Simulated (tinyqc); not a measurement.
Ferroelectric switching, Landau-Khalatnikov equation: one step of the calculation.

One domain: rho dP/dt = E - (2 al P + 4 be P^3), with al = -3 sqrt(3) Ec/(4 Pr), be = 3 sqrt(3) Ec/(8 Pr^3), so that the static loop has remanence Pr and coercive field Ec. With P in uC/cm^2, E in kV/cm, rho in ohm m and t in ns, dP/dt = [E - 2 al P - 4 be P^3]/(100 rho).

Question. Landau coefficients and time scales. al = -3 sqrt(3) Ec/(4 Pr), be = 3 sqrt(3) Ec/(8 Pr^3). Relaxation time at remanence tau = 100 rho/(-4 al); final state: the largest root Pf of 2 al P + 4 be P^3 = Em; relaxation time there 100 rho/(2 al + 12 be Pf^2).

Parameters, values chosen for the exercise; remanent polarisation and coercive field close to those of strontium bismuth tantalate films: remanent polarisation Pr = 7.4 uC/cm^2; static coercive field Ec = 54 kV/cm; viscosity of the polarisation rho = 0.54 ohm m; field amplitude Em = 110 kV/cm.

Wanted: al; be; tau; Pf; relaxation time at Pf.

Answer.

al = -9.4795 kV cm/uC
be = 0.086555 kV cm^5/uC^3
tau = 1.4241 ns
Pf = 9.4089 uC/cm^2
relaxation time at Pf = 0.73982 ns

Program tinyqc, `OMP_NUM_THREADS=1 python tinyqc.py 2860055 2860056 out.jsonl`; Intel Xeon 2.30GHz, shared host, one thread, about 0.07 s.
